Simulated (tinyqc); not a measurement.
Worked calculation: plane-wave Kohn-Sham cycle with exchange-only LDA in a layered model solid. One step of it, computed by the program tinyqc.

Task: Iteration 2: levels at that k. Diagonalise the Hermitian matrix.

H (hartree), order -2, -1, +0, +1, +2:
$$\begin{pmatrix}
0.996852 & -0.112774 & 0.000328 & 0.000315 & 0.000093 \\
-0.112774 & 0.094282 & -0.112774 & 0.000328 & 0.000315 \\
0.000328 & -0.112774 & -0.206575 & -0.112774 & 0.000328 \\
0.000315 & 0.000328 & -0.112774 & 0.094282 & -0.112774 \\
0.000093 & 0.000315 & 0.000328 & -0.112774 & 0.996852
\end{pmatrix}$$

Give: eigenvalues.

Result:

eigenvalues (hartree): [-0.2769, 0.0800, 0.1508, 1.0107, 1.0111]
